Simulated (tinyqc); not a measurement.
Worked calculation (part 1 of 2): UKS/PBE in the sto-6g basis, for Be+, spin multiplicity 2. Computed by tinyqc, a small Python program that keeps every step (integrals from PySCF). Settings: charge = 1, multiplicity = 2, basis = sto-6g, energy threshold = 1e-10, iteration cap = 71, orthogonalisation = symmetric, start = highest core orbitals, DIIS depth = 4, DIIS from iteration = 3, method = UKS, functional = pbe,pbe, grid = [40, 14]. Command: `OMP_NUM_THREADS=1 python tinyqc.py 25897 25898 out.jsonl` (the two numbers bound the seeds that draw the settings). One thread of a shared host (Intel(R) Xeon(R) Processor @ 2.60GHz), about 0.8 s of CPU time with the checks. Later iterations appear only in the table of the cycle.

## One-electron integrals

Geometry (angstrom):
```
atom         x         y         z
Be    0.000000  0.000000  0.000000
```

Basis sto-6g: exponents (1/bohr^2) and contraction coefficients of normalised primitives:
```
element  l (shell)    exponent  coefficient
Be           s (1)  312.870494     0.009164
Be           s (1)   57.364463     0.049361
Be           s (1)   16.048509     0.168538
Be           s (1)    5.513096     0.370563
Be           s (1)    2.140897     0.416492
Be           s (1)    0.881739     0.130334
Be           s (2)   13.633247    -0.013253
Be           s (2)    2.698375    -0.046992
Be           s (2)    0.838653    -0.033785
Be           s (2)    0.322660     0.250242
Be           s (2)    0.140131     0.595117
Be           s (2)    0.064233     0.240706
Be           p (3)   13.633247     0.003760
Be           p (3)    2.698375     0.037679
Be           p (3)    0.838653     0.173897
Be           p (3)    0.322660     0.418036
Be           p (3)    0.140131     0.425860
Be           p (3)    0.064233     0.101708
```

Overlap, kinetic and nuclear-attraction integrals over the contracted functions; the nuclear repulsion is the sum of Za Zb / Rab.

nuclear repulsion = 0 hartree

overlap S:
```
           1Be 1s    1Be 2s   1Be 2px   1Be 2py   1Be 2pz
1Be 1s   1.000000  0.254764  0.000000  0.000000  0.000000
1Be 2s   0.254764  1.000000  0.000000  0.000000  0.000000
1Be 2px  0.000000  0.000000  1.000000  0.000000  0.000000
1Be 2py  0.000000  0.000000  0.000000  1.000000  0.000000
1Be 2pz  0.000000  0.000000  0.000000  0.000000  1.000000
```

kinetic energy T (hartree):
```
            1Be 1s     1Be 2s   1Be 2px   1Be 2py   1Be 2pz
1Be 1s    6.768753  -0.207382  0.000000  0.000000  0.000000
1Be 2s   -0.207382   0.220121  0.000000  0.000000  0.000000
1Be 2px   0.000000   0.000000  0.661265  0.000000  0.000000
1Be 2py   0.000000   0.000000  0.000000  0.661265  0.000000
1Be 2pz   0.000000   0.000000  0.000000  0.000000  0.661265
```

nuclear attraction V (hartree):
```
             1Be 1s     1Be 2s    1Be 2px    1Be 2py    1Be 2pz
1Be 1s   -14.714791  -1.650733   0.000000   0.000000   0.000000
1Be 2s    -1.650733  -2.300087   0.000000   0.000000   0.000000
1Be 2px    0.000000   0.000000  -2.299985   0.000000   0.000000
1Be 2py    0.000000   0.000000   0.000000  -2.299985   0.000000
1Be 2pz    0.000000   0.000000   0.000000   0.000000  -2.299985
```

core Hamiltonian H = T + V (hartree):
```
            1Be 1s     1Be 2s    1Be 2px    1Be 2py    1Be 2pz
1Be 1s   -7.946038  -1.858116   0.000000   0.000000   0.000000
1Be 2s   -1.858116  -2.079966   0.000000   0.000000   0.000000
1Be 2px   0.000000   0.000000  -1.638720   0.000000   0.000000
1Be 2py   0.000000   0.000000   0.000000  -1.638720   0.000000
1Be 2pz   0.000000   0.000000   0.000000   0.000000  -1.638720
```

## Two-electron integrals

Functions are numbered as in S; the eight-fold symmetry (ij|kl) = (ji|kl) = (kl|ij) leaves the list below.

Two-electron integrals (ij|kl) in chemists' order, unique and non-zero (hartree):
```
(11|11) 2.299996   (21|11) 0.361879   (21|21) 0.071926   (22|11) 0.570332
(22|21) 0.139654   (22|22) 0.417773   (31|31) 0.015252   (32|31) 0.022555
(32|32) 0.092340   (33|11) 0.570332   (33|21) 0.139654   (33|22) 0.417773
(33|33) 0.450117   (41|41) 0.015252   (42|41) 0.022555   (42|42) 0.092340
(43|43) 0.024258   (44|11) 0.570332   (44|21) 0.139654   (44|22) 0.417773
(44|33) 0.401601   (44|44) 0.450117   (51|51) 0.015252   (52|51) 0.022555
(52|52) 0.092340   (53|53) 0.024258   (54|54) 0.024258   (55|11) 0.570332
(55|21) 0.139654   (55|22) 0.417773   (55|33) 0.401601   (55|44) 0.401601
(55|55) 0.450117
```

## Orthogonalisation

S = U s U^T; symmetric (Loewdin) form X = U s^(-1/2) U^T, so that X^T S X = 1.

eigenvalues of S: 0.745236  1.000000  1.000000  1.000000  1.254764

X:
```
            1Be 1s     1Be 2s   1Be 2px   1Be 2py   1Be 2pz
1Be 1s    1.025557  -0.132829  0.000000  0.000000  0.000000
1Be 2s   -0.132829   1.025557  0.000000  0.000000  0.000000
1Be 2px   0.000000   0.000000  1.000000  0.000000  0.000000
1Be 2py   0.000000   0.000000  0.000000  1.000000  0.000000
1Be 2pz   0.000000   0.000000  0.000000  0.000000  1.000000
```

## Starting guess

The start is the highest orbitals of the core Hamiltonian (a deliberately bad start); D(s) = C_occ C_occ^T for each spin.

D(alpha) at the start:
```
           1Be 1s    1Be 2s   1Be 2px   1Be 2py   1Be 2pz
1Be 1s   0.000000  0.000000  0.000000  0.000000  0.000000
1Be 2s   0.000000  0.000000  0.000000  0.000000  0.000000
1Be 2px  0.000000  0.000000  0.000000  0.000000  0.000000
1Be 2py  0.000000  0.000000  0.000000  1.000000  0.000000
1Be 2pz  0.000000  0.000000  0.000000  0.000000  1.000000
```

D(beta) at the start:
```
           1Be 1s    1Be 2s   1Be 2px   1Be 2py   1Be 2pz
1Be 1s   0.000000  0.000000  0.000000  0.000000  0.000000
1Be 2s   0.000000  0.000000  0.000000  0.000000  0.000000
1Be 2px  0.000000  0.000000  0.000000  0.000000  0.000000
1Be 2py  0.000000  0.000000  0.000000  0.000000  0.000000
1Be 2pz  0.000000  0.000000  0.000000  0.000000  1.000000
```

## Iteration 1: exchange-correlation on the grid

Becke grid with 40 radial and 14 angular points per atom, points of zero weight dropped. rho = sum D_ij phi_i phi_j; V_xc,ij = sum w v_xc phi_i phi_j plus the gradient terms; v_xc is d(rho eps)/d rho(s) for spin s at fixed gradient.

The 8 grid points with the largest w rho, of 560 (bohr, atomic units):
```
x                y          z         w  rho(alpha)  rho(beta)     eps_xc  v_xc(alpha)
0.000000  0.000000   2.027932  0.982724    0.024773   0.024773  -0.322685    -0.407944
0.000000  0.000000  -2.027932  0.982724    0.024773   0.024773  -0.322685    -0.407944
0.000000  0.000000  -2.328038  1.431914    0.016387   0.016387  -0.286756    -0.354200
0.000000  0.000000   2.328038  1.431914    0.016387   0.016387  -0.286756    -0.354200
0.000000  0.000000   1.756824  0.665369    0.034768   0.034768  -0.356160    -0.457256
0.000000  0.000000  -1.756824  0.665369    0.034768   0.034768  -0.356160    -0.457256
0.000000  0.000000  -2.659513  2.062264    0.010005   0.010005  -0.250256    -0.297905
0.000000  0.000000   2.659513  2.062264    0.010005   0.010005  -0.250256    -0.297905
```

electrons on the grid, sum of w rho = 3.000000

E_xc = sum of w rho eps_xc = -0.83770908 hartree

V_xc(alpha) (hartree):
```
            1Be 1s     1Be 2s    1Be 2px    1Be 2py    1Be 2pz
1Be 1s   -0.306389  -0.098480   0.000000   0.000000   0.000000
1Be 2s   -0.098480  -0.309095   0.000000   0.000000   0.000000
1Be 2px   0.000000   0.000000  -0.197228   0.000000   0.000000
1Be 2py   0.000000   0.000000   0.000000  -0.364403   0.000000
1Be 2pz   0.000000   0.000000   0.000000   0.000000  -0.365675
```

V_xc(beta) (hartree):
```
           1Be 1s    1Be 2s    1Be 2px   1Be 2py    1Be 2pz
1Be 1s   1.764755  0.433837   0.000000  0.000000   0.000000
1Be 2s   0.433837  1.919933   0.000000  0.000000   0.000000
1Be 2px  0.000000  0.000000  -0.170615  0.000000   0.000000
1Be 2py  0.000000  0.000000   0.000000  6.278173   0.000000
1Be 2pz  0.000000  0.000000   0.000000  0.000000  -0.348873
```

## Iteration 1: building the Kohn-Sham matrix

J_ij = sum D_kl (ij|kl) with D = D(alpha) + D(beta); F = H + J + V_xc; E = tr D H + tr D J / 2 + E_xc + E_nn.

Coulomb J (hartree):
```
           1Be 1s    1Be 2s   1Be 2px   1Be 2py   1Be 2pz
1Be 1s   1.710997  0.418961  0.000000  0.000000  0.000000
1Be 2s   0.418961  1.253319  0.000000  0.000000  0.000000
1Be 2px  0.000000  0.000000  1.204802  0.000000  0.000000
1Be 2py  0.000000  0.000000  0.000000  1.253318  0.000000
1Be 2pz  0.000000  0.000000  0.000000  0.000000  1.301834
```

F(alpha) (hartree):
```
            1Be 1s     1Be 2s    1Be 2px    1Be 2py    1Be 2pz
1Be 1s   -6.541430  -1.537635   0.000000   0.000000   0.000000
1Be 2s   -1.537635  -1.135742   0.000000   0.000000   0.000000
1Be 2px   0.000000   0.000000  -0.631146   0.000000   0.000000
1Be 2py   0.000000   0.000000   0.000000  -0.749805   0.000000
1Be 2pz   0.000000   0.000000   0.000000   0.000000  -0.702561
```

F(beta) (hartree):
```
            1Be 1s     1Be 2s    1Be 2px   1Be 2py    1Be 2pz
1Be 1s   -4.470286  -1.005318   0.000000  0.000000   0.000000
1Be 2s   -1.005318   1.093286   0.000000  0.000000   0.000000
1Be 2px   0.000000   0.000000  -0.604533  0.000000   0.000000
1Be 2py   0.000000   0.000000   0.000000  5.892771   0.000000
1Be 2pz   0.000000   0.000000   0.000000  0.000000  -0.685759
```

total energy of this density = -3.82537613 hartree

## Iteration 1: diagonalisation and new density

Diagonalise F' = X^T F X, C = X C', fill 2 alpha and 1 beta electrons from the bottom; D(s) = C_occ C_occ^T. Each column has its largest component positive (the first on a tie).

F' = X^T F X (alpha) (hartree):
```
           1          2          3          4          5
1  -6.481170  -0.598549   0.000000   0.000000   0.000000
2  -0.598549  -0.891025   0.000000   0.000000   0.000000
3   0.000000   0.000000  -0.631146   0.000000   0.000000
4   0.000000   0.000000   0.000000  -0.749805   0.000000
5   0.000000   0.000000   0.000000   0.000000  -0.702561
```

orbital energies (alpha) (hartree): MO1 -6.544539, MO2 -0.827655, MO3 -0.749805, MO4 -0.702561, MO5 -0.631146

coefficients C (alpha):
```
               MO1        MO2       MO3       MO4       MO5
1Be 1s    1.005872  -0.240065  0.000000  0.000000  0.000000
1Be 2s   -0.024117   1.033842  0.000000  0.000000  0.000000
1Be 2px   0.000000   0.000000  0.000000  0.000000  1.000000
1Be 2py   0.000000   0.000000  1.000000  0.000000  0.000000
1Be 2pz   0.000000   0.000000  0.000000  1.000000  0.000000
```

F' = X^T F X (beta) (hartree):
```
           1          2          3         4          5
1  -4.408511  -0.615069   0.000000  0.000000   0.000000
2  -0.615069   1.344906   0.000000  0.000000   0.000000
3   0.000000   0.000000  -0.604533  0.000000   0.000000
4   0.000000   0.000000   0.000000  5.892771   0.000000
5   0.000000   0.000000   0.000000  0.000000  -0.685759
```

orbital energies (beta) (hartree): MO1 -4.473530, MO2 -0.685759, MO3 -0.604533, MO4 1.409926, MO5 5.892771

coefficients C (beta):
```
               MO1       MO2       MO3        MO4       MO5
1Be 1s    1.005910  0.000000  0.000000  -0.239904  0.000000
1Be 2s   -0.024282  0.000000  0.000000   1.033838  0.000000
1Be 2px   0.000000  0.000000  1.000000   0.000000  0.000000
1Be 2py   0.000000  0.000000  0.000000   0.000000  1.000000
1Be 2pz   0.000000  1.000000  0.000000   0.000000  0.000000
```

D(alpha) after iteration 1:
```
            1Be 1s     1Be 2s   1Be 2px   1Be 2py   1Be 2pz
1Be 1s    1.069410  -0.272447  0.000000  0.000000  0.000000
1Be 2s   -0.272447   1.069410  0.000000  0.000000  0.000000
1Be 2px   0.000000   0.000000  0.000000  0.000000  0.000000
1Be 2py   0.000000   0.000000  0.000000  0.000000  0.000000
1Be 2pz   0.000000   0.000000  0.000000  0.000000  0.000000
```

D(beta) after iteration 1:
```
            1Be 1s     1Be 2s   1Be 2px   1Be 2py   1Be 2pz
1Be 1s    1.011856  -0.024425  0.000000  0.000000  0.000000
1Be 2s   -0.024425   0.000590  0.000000  0.000000  0.000000
1Be 2px   0.000000   0.000000  0.000000  0.000000  0.000000
1Be 2py   0.000000   0.000000  0.000000  0.000000  0.000000
1Be 2pz   0.000000   0.000000  0.000000  0.000000  0.000000
```

## Iteration 2: exchange-correlation on the grid

As before.

The 8 grid points with the largest w rho, of 560 (bohr, atomic units):
```
x                  y          z         w  rho(alpha)  rho(beta)     eps_xc  v_xc(alpha)
0.188692    0.188692   0.188692  0.008074    1.476955   1.444447  -1.220240    -1.368531
-0.188692   0.188692  -0.188692  0.008074    1.476955   1.444447  -1.220240    -1.368531
0.188692    0.188692  -0.188692  0.008074    1.476955   1.444447  -1.220240    -1.368531
-0.188692  -0.188692   0.188692  0.008074    1.476955   1.444447  -1.220240    -1.368531
0.188692   -0.188692   0.188692  0.008074    1.476955   1.444447  -1.220240    -1.368531
-0.188692   0.188692   0.188692  0.008074    1.476955   1.444447  -1.220240    -1.368531
0.188692   -0.188692  -0.188692  0.008074    1.476955   1.444447  -1.220240    -1.368531
-0.188692  -0.188692  -0.188692  0.008074    1.476955   1.444447  -1.220240    -1.368531
```

electrons on the grid, sum of w rho = 3.000000

E_xc = sum of w rho eps_xc = -2.56510482 hartree

V_xc(alpha) (hartree):
```
            1Be 1s     1Be 2s    1Be 2px    1Be 2py    1Be 2pz
1Be 1s   -1.490402  -0.186688   0.000000   0.000000   0.000000
1Be 2s   -0.186688  -0.286363   0.000000   0.000000   0.000000
1Be 2px   0.000000   0.000000  -0.286407   0.000000   0.000000
1Be 2py   0.000000   0.000000   0.000000  -0.286407   0.000000
1Be 2pz   0.000000   0.000000   0.000000   0.000000  -0.286407
```

V_xc(beta) (hartree):
```
            1Be 1s     1Be 2s    1Be 2px    1Be 2py    1Be 2pz
1Be 1s   -1.472890  -0.175156   0.000000   0.000000   0.000000
1Be 2s   -0.175156  -0.066596   0.000000   0.000000   0.000000
1Be 2px   0.000000   0.000000  -0.066787   0.000000   0.000000
1Be 2py   0.000000   0.000000   0.000000  -0.066787   0.000000
1Be 2pz   0.000000   0.000000   0.000000   0.000000  -0.066787
```

## Iteration 2: building the Kohn-Sham matrix

As before.

Coulomb J (hartree):
```
           1Be 1s    1Be 2s   1Be 2px   1Be 2py   1Be 2pz
1Be 1s   5.182292  0.859891  0.000000  0.000000  0.000000
1Be 2s   0.859891  1.551110  0.000000  0.000000  0.000000
1Be 2px  0.000000  0.000000  1.551111  0.000000  0.000000
1Be 2py  0.000000  0.000000  0.000000  1.551111  0.000000
1Be 2pz  0.000000  0.000000  0.000000  0.000000  1.551111
```

F(alpha) (hartree):
```
            1Be 1s     1Be 2s    1Be 2px    1Be 2py    1Be 2pz
1Be 1s   -4.254148  -1.184913   0.000000   0.000000   0.000000
1Be 2s   -1.184913  -0.815219   0.000000   0.000000   0.000000
1Be 2px   0.000000   0.000000  -0.374016   0.000000   0.000000
1Be 2py   0.000000   0.000000   0.000000  -0.374016   0.000000
1Be 2pz   0.000000   0.000000   0.000000   0.000000  -0.374016
```

F(beta) (hartree):
```
            1Be 1s     1Be 2s    1Be 2px    1Be 2py    1Be 2pz
1Be 1s   -4.236636  -1.173381   0.000000   0.000000   0.000000
1Be 2s   -1.173381  -0.595452   0.000000   0.000000   0.000000
1Be 2px   0.000000   0.000000  -0.154396   0.000000   0.000000
1Be 2py   0.000000   0.000000   0.000000  -0.154396   0.000000
1Be 2pz   0.000000   0.000000   0.000000   0.000000  -0.154396
```

total energy of this density = -14.25780743 hartree

## Iteration 2: diagonalisation and new density

As before.

F' = X^T F X (alpha) (hartree):
```
           1          2          3          4          5
1  -4.165926  -0.576590   0.000000   0.000000   0.000000
2  -0.576590  -0.609652   0.000000   0.000000   0.000000
3   0.000000   0.000000  -0.374016   0.000000   0.000000
4   0.000000   0.000000   0.000000  -0.374016   0.000000
5   0.000000   0.000000   0.000000   0.000000  -0.374016
```

orbital energies (alpha) (hartree): MO1 -4.257074, MO2 -0.518504, MO3 -0.374016, MO4 -0.374016, MO5 -0.374016

coefficients C (alpha):
```
              MO1        MO2        MO3        MO4        MO5
1Be 1s   0.992237  -0.291333   0.000000   0.000000   0.000000
1Be 2s   0.028933   1.033718   0.000000   0.000000   0.000000
1Be 2px  0.000000   0.000000   0.629274   0.642599   0.437128
1Be 2py  0.000000   0.000000  -0.511575  -0.080931   0.855419
1Be 2pz  0.000000   0.000000  -0.585068   0.761917  -0.277810
```

F' = X^T F X (beta) (hartree):
```
           1          2          3          4          5
1  -4.146772  -0.596581   0.000000   0.000000   0.000000
2  -0.596581  -0.381341   0.000000   0.000000   0.000000
3   0.000000   0.000000  -0.154396   0.000000   0.000000
4   0.000000   0.000000   0.000000  -0.154396   0.000000
5   0.000000   0.000000   0.000000   0.000000  -0.154396
```

orbital energies (beta) (hartree): MO1 -4.239032, MO2 -0.289081, MO3 -0.154396, MO4 -0.154396, MO5 -0.154396

coefficients C (beta):
```
              MO1        MO2        MO3        MO4       MO5
1Be 1s   0.993208  -0.288005   0.000000   0.000000  0.000000
1Be 2s   0.025467   1.033809   0.000000   0.000000  0.000000
1Be 2px  0.000000   0.000000   0.982150   0.130615  0.135359
1Be 2py  0.000000   0.000000  -0.017575  -0.652735  0.757383
1Be 2pz  0.000000   0.000000  -0.187279   0.746242  0.638787
```

D(alpha) after iteration 2:
```
            1Be 1s     1Be 2s   1Be 2px   1Be 2py   1Be 2pz
1Be 1s    1.069410  -0.272447  0.000000  0.000000  0.000000
1Be 2s   -0.272447   1.069410  0.000000  0.000000  0.000000
1Be 2px   0.000000   0.000000  0.000000  0.000000  0.000000
1Be 2py   0.000000   0.000000  0.000000  0.000000  0.000000
1Be 2pz   0.000000   0.000000  0.000000  0.000000  0.000000
```

D(beta) after iteration 2:
```
           1Be 1s    1Be 2s   1Be 2px   1Be 2py   1Be 2pz
1Be 1s   0.986463  0.025295  0.000000  0.000000  0.000000
1Be 2s   0.025295  0.000649  0.000000  0.000000  0.000000
1Be 2px  0.000000  0.000000  0.000000  0.000000  0.000000
1Be 2py  0.000000  0.000000  0.000000  0.000000  0.000000
1Be 2pz  0.000000  0.000000  0.000000  0.000000  0.000000
```

Within a degenerate level the vectors are fixed only up to a rotation; this is one choice.
